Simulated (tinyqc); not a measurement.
Which input was changed? Model: single-oscillator infrared dielectric function of a polar cubic crystal. Computed by tinyqc, a small Python program. Command: `OMP_NUM_THREADS=1 python tinyqc.py 3022280 3022281 out.jsonl infrared which`. One thread of a shared host (Intel(R) Xeon(R) Processor @ 2.30GHz), about 0.04 s of CPU time with the checks.

One ion pair, charges +Z* and -Z*, in a cell of volume Omega = a^3/4. Frequencies omega are given as wavenumbers (1/cm); eps_s is the static dielectric constant.

Inputs (values chosen for the exercise, for a model crystal): lattice constant a = 5.65 angstrom; mass M_A = 69.1 u; mass M_B = 19.3 u; omega_TO = 116 1/cm; Born charge Z* = 1.44 e; eps_inf = 9.25; phonon damping gamma = 2.3 1/cm; probe frequency / omega_TO = 1.26; eps_m of the surrounding medium = 3.9.

Structure: rock salt. Free carriers: absent.

Constants: nu for 1 eV/(angstrom^2 u) = 15.6333042 THz; 1 THz = 33.35640952 1/cm; e^2/(4 pi eps_0) = 14.39964548 eV angstrom.

Method:
- mu = M_A M_B/(M_A + M_B); ionic plasma term W^2 = 4 pi Z*^2 (e^2/(4 pi eps_0))/(Omega mu) in eV/(angstrom^2 u), turned into 1/cm by W = 15.6333042 x 33.35640952 x sqrt(W^2); omega_LO^2 = omega_TO^2 + W^2/eps_inf; eps_s = eps_inf + W^2/omega_TO^2; Szigeti charge 3 Z*/(eps_inf + 2); longitudinal (Callen) charge Z*/eps_inf.
- eps(omega) = eps_inf + W^2/(omega_TO^2 - omega^2 - i gamma omega); n + i k = sqrt(eps) with k >= 0; R = |(n + i k - 1)/(n + i k + 1)|^2 at normal incidence from vacuum.
- omega is the probe ratio times omega_TO. Intensity decays over 1/(4 pi omega k); the loss function is Im(-1/eps).
- Without damping, eps(omega) = -x eps_m gives omega^2 = omega_TO^2 (eps_s + x eps_m)/(eps_inf + x eps_m): x = 1 for a flat surface at large wave vector, x = 2 for the dipole mode of a small sphere. The reflectivity R for light from vacuum (not from the medium eps_m) vanishes where eps = 1, omega^2 = omega_TO^2 (eps_s - 1)/(eps_inf - 1).

Task: One of these inputs alone was changed, within the range given: lattice constant a (2.825 to 11.3); omega_TO (58 to 232); Born charge Z* (0.72 to 2.88); phonon damping gamma (1.15 to 4.6). Which one, and to what value?

Results:
```
run     sphere mode (1/cm)  omega_LO (1/cm)  reflectivity R
before            149.1757         172.2549       0.9529132
after             127.5917         153.9415       0.9702996
```

Result:

Each candidate set to reproduce sphere mode, and what it then gives:
```
candidate                      range searched  value needed  omega_LO (1/cm)  reflectivity R
lattice constant a (angstrom)   2.825 to 11.3         8.252           136.60         0.07971
omega_TO (1/cm)                     58 to 232         86.50           153.94         0.97030
Born charge Z* (e)               0.72 to 2.88        0.8158           136.60         0.07971
phonon damping gamma (1/cm)       1.15 to 4.6     no effect                -               -
```

Only omega_TO fits every result: it went from 116 to 86.5 1/cm. The next best candidate, Born charge Z*, misses one result by 92 %.
